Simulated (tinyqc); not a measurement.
Worked calculation: CCD on RHF in the sto-3g basis, for BeH2, spin multiplicity 1. Computed by tinyqc, a small Python program that keeps every step (integrals from PySCF). Settings: charge = 0, multiplicity = 1, basis = sto-3g, method = RHF, energy threshold = 1e-10, iteration cap = 85, orthogonalisation = canonical, start = core, DIIS depth = 6, amplitude equations = CCD, DIIS depth for amplitudes = 6, cap on updates = 77. Command: `OMP_NUM_THREADS=1 python tinyqc.py 31830 31831 out.jsonl` (the two numbers bound the seeds that draw the settings). One thread of a shared host (Intel(R) Xeon(R) Processor @ 2.60GHz), about 0.09 s of CPU time with the checks. The early iterations of the SCF are left out here.

## One-electron integrals

Geometry (angstrom):

| atom | x | y | z |
|---|---|---|---|
| Be | 0.00000 | 0.00000 | 0.00000 |
| H | 0.00000 | 1.44100 | 0.00000 |
| H | 0.00000 | -1.44100 | 0.00000 |

Basis sto-3g: exponents (1/bohr^2) and contraction coefficients of normalised primitives:

| element | l (shell) | exponent | coefficient |
|---|---|---|---|
| Be | s (1) | 30.16787 | 0.15433 |
| Be | s (1) | 5.49512 | 0.53533 |
| Be | s (1) | 1.48719 | 0.44463 |
| Be | s (2) | 1.31483 | -0.09997 |
| Be | s (2) | 0.30554 | 0.39951 |
| Be | s (2) | 0.09937 | 0.70012 |
| Be | p (3) | 1.31483 | 0.15592 |
| Be | p (3) | 0.30554 | 0.60768 |
| Be | p (3) | 0.09937 | 0.39196 |
| H | s (1) | 3.42525 | 0.15433 |
| H | s (1) | 0.62391 | 0.53533 |
| H | s (1) | 0.16886 | 0.44463 |

Overlap, kinetic and nuclear-attraction integrals over the contracted functions; the nuclear repulsion is the sum of Za Zb / Rab.

nuclear repulsion = 3.1214478 hartree

overlap S:
```
          1Be 1s   1Be 2s  1Be 2px   1Be 2py  1Be 2pz    2H 1s     3H 1s
1Be 1s   1.00000  0.25952  0.00000   0.00000  0.00000  0.05563   0.05563
1Be 2s   0.25952  1.00000  0.00000   0.00000  0.00000  0.41975   0.41975
1Be 2px  0.00000  0.00000  1.00000   0.00000  0.00000  0.00000   0.00000
1Be 2py  0.00000  0.00000  0.00000   1.00000  0.00000  0.49581  -0.49581
1Be 2pz  0.00000  0.00000  0.00000   0.00000  1.00000  0.00000   0.00000
2H 1s    0.05563  0.41975  0.00000   0.49581  0.00000  1.00000   0.02336
3H 1s    0.05563  0.41975  0.00000  -0.49581  0.00000  0.02336   1.00000
```

kinetic energy T (hartree):
```
           1Be 1s    1Be 2s  1Be 2px   1Be 2py  1Be 2pz     2H 1s     3H 1s
1Be 1s    6.69397  -0.03301  0.00000   0.00000  0.00000  -0.01462  -0.01462
1Be 2s   -0.03301   0.21111  0.00000   0.00000  0.00000   0.05440   0.05440
1Be 2px   0.00000   0.00000  0.66059   0.00000  0.00000   0.00000   0.00000
1Be 2py   0.00000   0.00000  0.00000   0.66059  0.00000   0.16137  -0.16137
1Be 2pz   0.00000   0.00000  0.00000   0.00000  0.66059   0.00000   0.00000
2H 1s    -0.01462   0.05440  0.00000   0.16137  0.00000   0.76003  -0.00765
3H 1s    -0.01462   0.05440  0.00000  -0.16137  0.00000  -0.00765   0.76003
```

nuclear attraction V (hartree):
```
            1Be 1s    1Be 2s   1Be 2px   1Be 2py   1Be 2pz     2H 1s     3H 1s
1Be 1s   -15.29555  -2.08985   0.00000   0.00000   0.00000  -0.44633  -0.44633
1Be 2s    -2.08985  -3.01178   0.00000   0.00000   0.00000  -1.19715  -1.19715
1Be 2px    0.00000   0.00000  -2.92334   0.00000   0.00000   0.00000   0.00000
1Be 2py    0.00000   0.00000   0.00000  -3.13364   0.00000  -1.38057   1.38057
1Be 2pz    0.00000   0.00000   0.00000   0.00000  -2.92334   0.00000   0.00000
2H 1s     -0.44633  -1.19715   0.00000  -1.38057   0.00000  -2.87150  -0.07865
3H 1s     -0.44633  -1.19715   0.00000   1.38057   0.00000  -0.07865  -2.87150
```

core Hamiltonian H = T + V (hartree):
```
           1Be 1s    1Be 2s   1Be 2px   1Be 2py   1Be 2pz     2H 1s     3H 1s
1Be 1s   -8.60158  -2.12286   0.00000   0.00000   0.00000  -0.46095  -0.46095
1Be 2s   -2.12286  -2.80066   0.00000   0.00000   0.00000  -1.14274  -1.14274
1Be 2px   0.00000   0.00000  -2.26275   0.00000   0.00000   0.00000   0.00000
1Be 2py   0.00000   0.00000   0.00000  -2.47305   0.00000  -1.21920   1.21920
1Be 2pz   0.00000   0.00000   0.00000   0.00000  -2.26275   0.00000   0.00000
2H 1s    -0.46095  -1.14274   0.00000  -1.21920   0.00000  -2.11147  -0.08630
3H 1s    -0.46095  -1.14274   0.00000   1.21920   0.00000  -0.08630  -2.11147
```

## Two-electron integrals

Functions are numbered as in S; the eight-fold symmetry (ij|kl) = (ji|kl) = (kl|ij) leaves the list below.

Two-electron integrals (ij|kl) in chemists' order, unique and non-zero (hartree):
```
(11|11) 2.29883    (21|11) 0.39204    (21|21) 0.07954    (22|11) 0.57099
(22|21) 0.14304    (22|22) 0.41768    (31|31) 0.01461    (32|31) 0.02189
(32|32) 0.09226    (33|11) 0.56958    (33|21) 0.14308    (33|22) 0.41759
(33|33) 0.44986    (41|41) 0.01461    (42|41) 0.02189    (42|42) 0.09226
(43|43) 0.02425    (44|11) 0.56958    (44|21) 0.14308    (44|22) 0.41759
(44|33) 0.40136    (44|44) 0.44986    (51|51) 0.01461    (52|51) 0.02189
(52|52) 0.09226    (53|53) 0.02425    (54|54) 0.02425    (55|11) 0.56958
(55|21) 0.14308    (55|22) 0.41759    (55|33) 0.40136    (55|44) 0.40136
(55|55) 0.44986    (61|11) 0.08304    (61|21) 0.01684    (61|22) 0.03053
(61|33) 0.03031    (61|41) 0.00149    (61|42) 0.00281    (61|44) 0.03098
(61|55) 0.03031    (61|61) 0.00374    (62|11) 0.19851    (62|21) 0.05044
(62|22) 0.16008    (62|33) 0.15405    (62|41) 0.00661    (62|42) 0.04028
(62|44) 0.17201    (62|55) 0.15405    (62|61) 0.01181    (62|62) 0.09074
(63|31) 0.00467    (63|32) 0.02176    (63|43) 0.00701    (63|63) 0.00843
(64|11) 0.21195    (64|21) 0.05452    (64|22) 0.18148    (64|33) 0.17073
(64|41) 0.01076    (64|42) 0.06274    (64|44) 0.20281    (64|55) 0.17073
(64|61) 0.01335    (64|62) 0.11709    (64|64) 0.15617    (65|51) 0.00467
(65|52) 0.02176    (65|54) 0.00701    (65|65) 0.00843    (66|11) 0.36495
(66|21) 0.09442    (66|22) 0.33553    (66|33) 0.31120    (66|41) 0.01464
(66|42) 0.11471    (66|44) 0.38394    (66|55) 0.31120    (66|61) 0.02271
(66|62) 0.24073    (66|64) 0.33005    (66|66) 0.77461    (71|11) 0.08304
(71|21) 0.01684    (71|22) 0.03053    (71|33) 0.03031    (71|41) -0.00149
(71|42) -0.00281   (71|44) 0.03098    (71|55) 0.03031    (71|61) 0.00341
(71|62) 0.00996    (71|64) 0.01037    (71|66) 0.01841    (71|71) 0.00374
(72|11) 0.19851    (72|21) 0.05044    (72|22) 0.16008    (72|33) 0.15405
(72|41) -0.00661   (72|42) -0.04028   (72|44) 0.17201    (72|55) 0.15405
(72|61) 0.00996    (72|62) 0.04737    (72|64) 0.04895    (72|66) 0.09279
(72|71) 0.01181    (72|72) 0.09074    (73|31) 0.00467    (73|32) 0.02176
(73|43) -0.00701   (73|63) 0.00349    (73|73) 0.00843    (74|11) -0.21195
(74|21) -0.05452   (74|22) -0.18148   (74|33) -0.17073   (74|41) 0.01076
(74|42) 0.06274    (74|44) -0.20281   (74|55) -0.17073   (74|61) -0.01037
(74|62) -0.04895   (74|64) -0.04875   (74|66) -0.09478   (74|71) -0.01335
(74|72) -0.11709   (74|74) 0.15617    (75|51) 0.00467    (75|52) 0.02176
(75|54) -0.00701   (75|65) 0.00349    (75|75) 0.00843    (76|11) 0.01461
(76|21) 0.00362    (76|22) 0.01021    (76|33) 0.01006    (76|44) 0.01052
(76|55) 0.01006    (76|61) 0.00077    (76|62) 0.00402    (76|64) 0.00463
(76|66) 0.00865    (76|71) 0.00077    (76|72) 0.00402    (76|74) -0.00463
(76|76) 0.00025    (77|11) 0.36495    (77|21) 0.09442    (77|22) 0.33553
(77|33) 0.31120    (77|41) -0.01464   (77|42) -0.11471   (77|44) 0.38394
(77|55) 0.31120    (77|61) 0.01841    (77|62) 0.09279    (77|64) 0.09478
(77|66) 0.18360    (77|71) 0.02271    (77|72) 0.24073    (77|74) -0.33005
(77|76) 0.00865    (77|77) 0.77461
```

## Orthogonalisation

S = U s U^T; canonical form X = U s^(-1/2), so that X^T S X = 1. Each column of U has its largest component positive (the first on a tie).

eigenvalues of S: 0.28704  0.38796  0.94626  1.00000  1.00000  1.68914  1.68960

X:
```
                1         2         3         4        5        6         7
1Be 1s    0.00000  -0.35989   0.94198   0.00000  0.00000  0.25532   0.00000
1Be 2s    0.00000   1.16529  -0.07221   0.00000  0.00000  0.52651   0.00000
1Be 2px   0.00000   0.00000   0.00000  -0.57213  0.82016  0.00000   0.00000
1Be 2py   1.30878   0.00000   0.00000   0.00000  0.00000  0.00000   0.54850
1Be 2pz   0.00000   0.00000   0.00000   0.82016  0.57213  0.00000   0.00000
2H 1s    -0.94099  -0.73830  -0.28657   0.00000  0.00000  0.35328   0.38144
3H 1s     0.94099  -0.73830  -0.28657   0.00000  0.00000  0.35328  -0.38144
```

Within a degenerate level the vectors are fixed only up to a rotation; this is one choice.

## Iteration 7 (converged): orbitals

converged F (hartree):
```
           1Be 1s    1Be 2s  1Be 2px   1Be 2py  1Be 2pz     2H 1s     3H 1s
1Be 1s   -4.52201  -1.28847  0.00000   0.00000  0.00000  -0.28494  -0.28494
1Be 2s   -1.28847  -0.61381  0.00000   0.00000  0.00000  -0.37941  -0.37941
1Be 2px   0.00000   0.00000  0.21356   0.00000  0.00000   0.00000   0.00000
1Be 2py   0.00000   0.00000  0.00000  -0.19451  0.00000  -0.32074   0.32074
1Be 2pz   0.00000   0.00000  0.00000   0.00000  0.21356   0.00000   0.00000
2H 1s    -0.28494  -0.37941  0.00000  -0.32074  0.00000  -0.27330  -0.03059
3H 1s    -0.28494  -0.37941  0.00000   0.32074  0.00000  -0.03059  -0.27330
```

Diagonalise F' = X^T F X, C = X C', fill 3 alpha and 3 beta electrons from the bottom; D = 2 C_occ C_occ^T. Each column has its largest component positive (the first on a tie).

F' = X^T F X (hartree):
```
         1        2         3        4        5         6         7
1  0.81702  0.00000   0.00000  0.00000  0.00000   0.00000   0.04545
2  0.00000  0.33303   0.55874  0.00000  0.00000   0.22070   0.00000
3  0.00000  0.55874  -3.61409  0.00000  0.00000  -1.63207   0.00000
4  0.00000  0.00000   0.00000  0.21356  0.00000   0.00000   0.00000
5  0.00000  0.00000   0.00000  0.00000  0.21356   0.00000   0.00000
6  0.00000  0.22070  -1.63207  0.00000  0.00000  -1.27229   0.00000
7  0.04545  0.00000   0.00000  0.00000  0.00000   0.00000  -0.39757
```

orbital energies (hartree): MO1 -4.52541, MO2 -0.43856, MO3 -0.39927, MO4 0.21356, MO5 0.21356, MO6 0.41063, MO7 0.81872

coefficients C:
```
              MO1       MO2       MO3       MO4      MO5       MO6       MO7
1Be 1s    0.99179  -0.21738   0.00000   0.00000  0.00000  -0.22614   0.00000
1Be 2s    0.03165   0.58141   0.00000   0.00000  0.00000   1.14074   0.00000
1Be 2px   0.00000   0.00000   0.00000   0.99232  0.12371   0.00000   0.00000
1Be 2py   0.00000   0.00000   0.49925   0.00000  0.00000   0.00000   1.32835
1Be 2pz   0.00000   0.00000   0.00000  -0.12371  0.99232   0.00000   0.00000
2H 1s    -0.00351   0.39283   0.41631   0.00000  0.00000  -0.77310  -0.92609
3H 1s    -0.00351   0.39283  -0.41631   0.00000  0.00000  -0.77310   0.92609
```

D after iteration 7:
```
           1Be 1s    1Be 2s  1Be 2px   1Be 2py  1Be 2pz     2H 1s     3H 1s
1Be 1s    2.06179  -0.19000  0.00000   0.00000  0.00000  -0.17775  -0.17775
1Be 2s   -0.19000   0.67808  0.00000   0.00000  0.00000   0.45657   0.45657
1Be 2px   0.00000   0.00000  0.00000   0.00000  0.00000   0.00000   0.00000
1Be 2py   0.00000   0.00000  0.00000   0.49850  0.00000   0.41569  -0.41569
1Be 2pz   0.00000   0.00000  0.00000   0.00000  0.00000   0.00000   0.00000
2H 1s    -0.17775   0.45657  0.00000   0.41569  0.00000   0.65529  -0.03799
3H 1s    -0.17775   0.45657  0.00000  -0.41569  0.00000  -0.03799   0.65529
```

Within a degenerate level the vectors are fixed only up to a rotation; this is one choice.

## Convergence

Stop when the energy changes by less than 1e-10 hartree and every element of the error matrix X^T (F D S - S D F) X is below 3e-06.

Course of the cycle:

| iteration | E (hartree) | change | largest element of the error matrix |
|---|---|---|---|
| 1 | -14.9622717 | - | 7.98e-01 |
| 2 | -15.5429123 | -5.81e-01 | 6.44e-02 |
| 3 | -15.5453041 | -2.39e-03 | 2.73e-03 |
| 4 | -15.5453111 | -6.98e-06 | 4.32e-04 |
| 5 | -15.5453113 | -2.56e-07 | 1.80e-05 |
| 6 | -15.5453113 | -1.77e-10 | 5.49e-09 |
| 7 | -15.5453113 | 3.55e-15 | 2.59e-09 |

PySCF RHF in the same basis = -15.5453113 hartree

Converged in 7 iterations.

## Integrals over molecular orbitals

(pq|rs) = sum C_ip C_jq C_kr C_ls (ij|kl), one index at a time.

one-electron integrals over orbitals h = C^T H C (hartree):
```
          1         2         3         4         5         6         7
1  -8.59008   0.21583   0.00000   0.00000   0.00000   0.20082   0.00000
2   0.21583  -2.38141   0.00000   0.00000   0.00000  -0.20979   0.00000
3   0.00000   0.00000  -2.33202   0.00000   0.00000   0.00000  -0.29956
4   0.00000   0.00000   0.00000  -2.26275   0.00000   0.00000   0.00000
5   0.00000   0.00000   0.00000   0.00000  -2.26275   0.00000   0.00000
6   0.20082  -0.20979   0.00000   0.00000   0.00000  -1.90741   0.00000
7   0.00000   0.00000  -0.29956   0.00000   0.00000   0.00000  -1.83818
```

Two-electron integrals over orbitals (pq|rs), unique and non-zero (hartree):
```
(11|11) 2.27165    (21|11) -0.19202   (21|21) 0.02497    (22|11) 0.47228
(22|21) -0.00615   (22|22) 0.38655    (31|31) 0.00549    (32|31) 0.01250
(32|32) 0.16195    (33|11) 0.43945    (33|21) -0.00258   (33|22) 0.39933
(33|33) 0.42263    (41|41) 0.01576    (42|41) 0.01508    (42|42) 0.04831
(43|43) 0.01358    (44|11) 0.56918    (44|21) -0.00761   (44|22) 0.36144
(44|33) 0.34636    (44|44) 0.44986    (51|51) 0.01576    (52|51) 0.01508
(52|52) 0.04831    (53|53) 0.01358    (54|54) 0.02425    (55|11) 0.56918
(55|21) -0.00761   (55|22) 0.36144    (55|33) 0.34636    (55|44) 0.40136
(55|55) 0.44986    (61|11) -0.18887   (61|21) 0.02516    (61|22) -0.00635
(61|33) -0.00350   (61|44) -0.00528   (61|55) -0.00528   (61|61) 0.02549
(62|11) 0.12463    (62|21) -0.00633   (62|22) -0.01960   (62|33) -0.04390
(62|44) 0.05992    (62|55) 0.05992    (62|61) -0.00474   (62|62) 0.08023
(63|31) -0.00142   (63|32) -0.09309   (63|63) 0.08479    (64|41) 0.01633
(64|42) 0.04704    (64|64) 0.05027    (65|51) 0.01633    (65|52) 0.04704
(65|65) 0.05027    (66|11) 0.46940    (66|21) -0.00673   (66|22) 0.38689
(66|33) 0.39799    (66|44) 0.36050    (66|55) 0.36050    (66|61) -0.00642
(66|62) -0.03094   (66|66) 0.40288    (71|31) 0.01037    (71|32) 0.01916
(71|63) -0.00084   (71|71) 0.01986    (72|31) 0.00409    (72|32) -0.04164
(72|63) 0.06177    (72|71) 0.00793    (72|72) 0.05687    (73|11) 0.14577
(73|21) -0.00452   (73|22) -0.00223   (73|33) -0.01878   (73|44) 0.06493
(73|55) 0.06493    (73|61) -0.00352   (73|62) 0.07576    (73|66) -0.02296
(73|73) 0.08470    (74|43) 0.01355    (74|74) 0.01678    (75|53) 0.01355
(75|75) 0.01678    (76|31) 0.01049    (76|32) 0.14148    (76|63) -0.09322
(76|71) 0.01646    (76|72) -0.05157   (76|76) 0.13874    (77|11) 0.56250
(77|21) -0.00828   (77|22) 0.41451    (77|33) 0.43215    (77|44) 0.38466
(77|55) 0.38466    (77|61) -0.00823   (77|62) -0.02756   (77|66) 0.42365
(77|73) -0.00334   (77|77) 0.47195
```

## CCD: starting amplitudes

t_ij^ab = <ij||ab> / (e_i + e_j - e_a - e_b), whose energy is MP2.

Starting amplitudes (spin orbitals 1a, 1b, ...; amplitudes related by a flip of all spins are not repeated):

| from | to | t |
|---|---|---|
| 3a 3b | 6a 6b | -0.05234 |
| 2a 2b | 6a 6b | -0.04724 |
| 2a 2b | 5a 5b | -0.03704 |
| 2a 2b | 4a 4b | -0.03704 |
| 2a 3b | 6a 7b | -0.03665 |
| 3a 3b | 7a 7b | -0.03477 |
| 2a 3b | 6b 7a | 0.02988 |
| 2a 2b | 7a 7b | -0.02262 |
| 3a 3b | 5a 5b | -0.01108 |
| 3a 3b | 4a 4b | -0.01108 |
| 2a 3a | 6a 7a | -0.00677 |
| 1a 2b | 5a 5b | -0.00280 |
| 1a 2b | 4a 4b | -0.00280 |
| 1a 1b | 6a 6b | -0.00258 |
| 1a 1b | 7a 7b | -0.00186 |
| 1a 1b | 5a 5b | -0.00166 |
| 1a 1b | 4a 4b | -0.00166 |
| 1a 2b | 7a 7b | -0.00120 |
| 1a 2b | 6a 6b | 0.00082 |
| 1a 3b | 6a 7b | 0.00057 |
| 1a 3a | 6a 7a | 0.00043 |
| 1a 3b | 6b 7a | -0.00014 |

correlation energy = -0.0261300 hartree

## CCD: amplitude update 1

t_ij^ab D_ij^ab are set to the remaining terms of the spin-orbital equations, evaluated with the old amplitudes; for the doubles these are <ij||ab> + 1/2 <ab||ef> t_ij^ef + 1/2 <mn||ij> t_mn^ab + P(ij)P(ab) <mb||ej> t_im^ae + terms in t^2, D the orbital-energy denominators.

Amplitudes after update 1 (spin orbitals 1a, 1b, ...; amplitudes related by a flip of all spins are not repeated):

| from | to | t |
|---|---|---|
| 3a 3b | 6a 6b | -0.07259 |
| 2a 2b | 6a 6b | -0.06158 |
| 2a 3b | 6a 7b | -0.05064 |
| 2a 2b | 5a 5b | -0.04682 |
| 2a 2b | 4a 4b | -0.04682 |
| 3a 3b | 7a 7b | -0.04448 |
| 2a 3b | 6b 7a | 0.04294 |
| 2a 2b | 7a 7b | -0.02972 |
| 3a 3b | 5a 5b | -0.00770 |
| 3a 3b | 4a 4b | -0.00770 |
| 2a 3a | 6a 7a | -0.00770 |
| 1a 2b | 5a 5b | -0.00308 |
| 1a 2b | 4a 4b | -0.00308 |
| 1a 1b | 6a 6b | -0.00213 |
| 1a 1b | 7a 7b | -0.00169 |
| 1a 1b | 5a 5b | -0.00155 |
| 1a 1b | 4a 4b | -0.00155 |
| 1a 2b | 7a 7b | -0.00137 |
| 1a 2b | 6a 6b | 0.00090 |
| 1a 3b | 6a 7b | 0.00055 |
| 1a 3a | 6a 7a | 0.00039 |
| 1a 3b | 6b 7a | -0.00016 |

correlation energy = -0.0348381 hartree

## CCD: convergence

E_corr = 1/4 sum <ij||ab> t_ij^ab; stop when the norm of the change is below 1e-8.

Course of the amplitude iterations:

| update | correlation energy (hartree) | norm of the change |
|---|---|---|
| 0 | -0.0261300 | - |
| 1 | -0.0348381 | 8.27e-02 |
| 2 | -0.0379110 | 3.16e-02 |
| 3 | -0.0397529 | 1.28e-02 |
| 4 | -0.0397318 | 1.48e-03 |
| 5 | -0.0397347 | 3.51e-04 |
| 6 | -0.0397332 | 2.82e-05 |
| 7 | -0.0397335 | 9.28e-06 |
| 8 | -0.0397335 | 1.38e-06 |
| 9 | -0.0397335 | 2.55e-07 |
| 10 | -0.0397335 | 3.45e-08 |
| 11 | -0.0397335 | 2.17e-09 |

Converged amplitudes (spin orbitals 1a, 1b, ...; amplitudes related by a flip of all spins are not repeated):

| from | to | t |
|---|---|---|
| 3a 3b | 6a 6b | -0.08805 |
| 2a 2b | 6a 6b | -0.06821 |
| 2a 3b | 6a 7b | -0.05828 |
| 2a 2b | 5a 5b | -0.05222 |
| 2a 2b | 4a 4b | -0.05222 |
| 2a 3b | 6b 7a | 0.05035 |
| 3a 3b | 7a 7b | -0.04903 |
| 2a 2b | 7a 7b | -0.03439 |
| 2a 3a | 6a 7a | -0.00794 |
| 1a 2b | 5a 5b | -0.00307 |
| 1a 2b | 4a 4b | -0.00307 |
| 1a 1b | 6a 6b | -0.00210 |
| 1a 1b | 7a 7b | -0.00168 |
| 1a 1b | 5a 5b | -0.00154 |
| 1a 1b | 4a 4b | -0.00154 |
| 1a 2b | 7a 7b | -0.00141 |
| 1a 2b | 6a 6b | 0.00094 |
| 1a 3b | 6a 7b | 0.00051 |
| 3a 3b | 5a 5b | -0.00039 |
| 3a 3b | 4a 4b | -0.00039 |
| 1a 3a | 6a 7a | 0.00033 |
| 1a 3b | 6b 7a | -0.00018 |

CCD total energy = -15.5850448 hartree

Converged in 11 updates, with DIIS from the third.
